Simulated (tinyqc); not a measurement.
Superjunction drift layer against a plain one, charge balance: one step of the calculation.

Alternating n and p pillars of equal width wp, doping N and length Lp. When depleted, the lateral field peaks at Ex = q N wp/(2 eps0 eps_r) at the pillar junctions and a uniform vertical field Ey is added; breakdown is taken where Ex^2 + Ey^2 = Ef^2. Only the n pillars conduct, narrowed by the zero-bias depletion. A first-order model: the field peaks at the pillar ends are left out.

Problem. Thickness and resistance of the plain layer. Ec(N) = E16 (N/1e16 cm^-3)^(1/8), mu(N) = mi + (mx - mi)/(1 + (N/Nr)^0.9). W = 2 BV/Ec, Rsp = W/(q mu N).

Values chosen for this exercise; values close to those of silicon:
```
symbol   value        unit                                   meaning
E16      0.413       MV/cm  critical field at a doping of 1e16 cm^-3
mx        1400  cm^2/(V s)                    mobility at low doping
mi        91.4  cm^2/(V s)                   mobility at high doping
Nr      1.3e17       cm^-3          reference doping of the mobility
BV         770           V                  wanted breakdown voltage
```

Constants: q = 1.602176634e-19 C. Results are converted to the units shown.

N of the plain layer = 3.1103132e14 cm^-3

Find: mu; W; Rsp.

Solution.

mu = 1394.3 cm^2/(V s)
W = 57.540 um
Rsp = 82.813 mohm cm^2

tinyqc, about 0.01 s, one thread, Intel Xeon 2.30GHz (shared host): `OMP_NUM_THREADS=1 python tinyqc.py 2590033 2590034 out.jsonl`
